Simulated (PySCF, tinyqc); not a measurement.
Worked calculation: CIS on RHF in the sto-6g basis, for H4, spin multiplicity 1. The lowest restricted solution is unstable here: a spin-polarised one lies 0.0650 hartree lower (PySCF). One step of it, computed by the program tinyqc.

Problem. CIS singlet states. Diagonalise A (1 hartree = 27.211386 eV); each vector has its largest component positive (the first on a tie). The transition dipole is mu = sqrt2 sum c_ia <i|r|a>.

CIS matrix A, singlet (hartree), order 1>3, 1>4, 2>3, 2>4:
```
[[0.543730, 0.000000, 0.000000, -0.062253],
 [0.000000, 1.044463, 0.048272, 0.000000],
 [0.000000, 0.048272, 0.384837, 0.000000],
 [-0.062253, 0.000000, 0.000000, 0.824710]]
```

dipole integrals <i|r|a> (bohr), order 1>3, 1>4, 2>3, 2>4:
```
[[0.000000, 0.000000, 0.000000],
 [0.000000, 0.000000, -0.021026],
 [0.000000, 0.000000, -2.377404],
 [0.000000, 0.000000, 0.000000]]
```

Give: singlet excitation energies; lowest vectors; oscillator strengths 2/3 w |mu|^2.

Solution.

singlet excitation energies (eV): [10.376, 14.437, 22.800, 28.517]

lowest vectors, order 1>3, 1>4, 2>3, 2>4:
```
[[0.000, 0.978, -0.207, 0.000],
 [-0.073, 0.000, 0.000, 0.997],
 [0.997, 0.000, 0.000, 0.073],
 [0.000, 0.207, 0.978, 0.000]]
```

oscillator strengths 2/3 w |mu|^2: [2.855, 0.000, 0.000, 0.052]
